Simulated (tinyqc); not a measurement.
Worked calculation: core-shell quantum dot (spherical envelope functions). Values are carried at full precision from step to step, so a last printed digit may differ when a step is redone from the rounded ones.

Parabolic bands; strain and other valleys are left out. s states, u = r psi, hard wall at R + H, c = hbar^2/2m0, energies from the band edges of the core. Core: u = sin(k1 r)/k1, k1 = sqrt(m1 E/c). At R, psi and psi'/m are continuous, so u is continuous and its slope in the shell is s = u/R + (m2/m1)(u' - u/R). Shell: u(R + x) = u(R) cos(k2 x) + s sin(k2 x)/k2, k2 = sqrt(m2 (E - V)/c); for negative arguments the functions turn into sinh and cosh. A level has u(R + H) = 0.

Constants: hbar^2/2m0 = 3.80998211 eV angstrom^2; e^2/(4 pi eps0) = 14.39964547 eV angstrom; hc = 1239.841984 eV nm.

Parameters, chosen for this exercise (near those of a GaAs/AlGaAs core-shell dot; shifted at random, so the results belong to these values and not to a real crystal): R = 37 angstrom (core radius); H = 8 angstrom (shell thickness); Vc = 0.254 eV (conduction edge of the shell above that of the core); me1 = 0.067 m0 (electron, core); me2 = 0.093 m0 (electron, shell); E = 0.222 eV (trial energy of the electron); Vv = 0.136 eV (hole barrier of the shell); mh1 = 0.394 m0 (hole, core); mh2 = 0.458 m0 (hole, shell); Eg = 1.424 eV (gap of the core); eps = 12.7 (dielectric constant).

## Shooting at a trial energy

Carry the electron solution outwards.

k1^2 = 0.0039040 1/angstrom^2
k2^2 = -0.00078111 1/angstrom^2
u(R) = 11.808 angstrom
s = -1.0608
u(R + H) = 3.547 angstrom

u(R + H) is positive: no node yet, so the lowest level lies above the trial energy.

## Ground states

Find the lowest root for electron and hole, and the share of u^2 inside the core.

Levels:
```
carrier   E (eV)  share in the core
electron  0.2520              0.955
hole      0.0489              0.973
```

The core holds 56 % of the volume. Both carriers sit mainly in the core, as the type I line-up favours.

## Overlap and Coulomb integrals

Overlap = (integral of u_e u_h)^2 with normalised u. Coulomb integrals J_ab = (q/eps) double integral of u_a(r)^2 u_b(s)^2/max(r, s), q = e^2/(4 pi eps0), one eps everywhere. Exciton E = Eg + E_e + E_h - J_eh; first-order biexciton shift J_ee + J_hh - 2 J_eh (positive: repulsive).

Integrate numerically.

overlap = 0.993

J_eh, J_ee, J_hh (meV): 44.6  43.4  45.8

## Exciton and biexciton

Give E, the wavelength hc/E and the biexciton shift.

E = 1.680 eV
wavelength = 738 nm
biexciton shift = 0 meV

At first order the shift is the Coulomb integral of the net charge density with itself and cannot be negative; correlation, left out here, lowers it, and may reverse a shift as small as this.

## Checks

- Level without offset and mass step against c (pi/(R + H))^2/m, eV: both 0.2772.
- J_ee in that case against 1.786 q/(eps (R + H)), meV: both 45.0.

Computed by tinyqc, a small Python program: `OMP_NUM_THREADS=1 python tinyqc.py 1251284 1251285 out.jsonl` (the numbers bound the seed that draws the inputs); one thread of a shared host (Intel(R) Xeon(R) Processor @ 2.30GHz), about 0.03 s for the whole set of steps.
